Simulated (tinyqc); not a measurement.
Equilibrium and kinetic segregation of a solute to boundaries and growing surfaces: one step, computed by the program tinyqc. Command: `OMP_NUM_THREADS=1 python tinyqc.py 3004705 3004706 out.jsonl segreg walk`. One thread of a shared host (Intel(R) Xeon(R) Processor @ 2.30GHz), about 0.01 s of CPU time with the checks.

Task: Segregation at a growing surface. Two-state exchange during growth, dilute: jump up r_u = nu exp(-E_b/(k_B T_g)), jump back r_d = r_u exp(-E_s/(k_B T_g)), nu = 1e13 1/s. In the time 1/R of one monolayer the share carried up is p = [r_u/(r_u + r_d)] [1 - exp(-(r_u + r_d)/R)]; the tail decays as p^n, length -1/ln p monolayers; the equilibrium limit has p = r_u/(r_u + r_d).

Inputs (values chosen for the exercise, modelled on a solute in a copper line): exchange barrier E_b = 1.87 eV; surface segregation energy E_s = 0.17 eV; growth temperature T_g = 640 K; growth rate = 0.95 monolayers/s.

Constants: k_B = 8.617333262e-05 eV/K.

Give: r_u; r_d; share carried up p; decay length.

Result:

r_u = 0.018810 1/s

r_d = 8.6240e-04 1/s

share carried up p = 0.019597

decay length = 0.25430 monolayers

Exchange is slow against growth: the kinetically limited regime, where cooling or faster growth sharpens the profile.
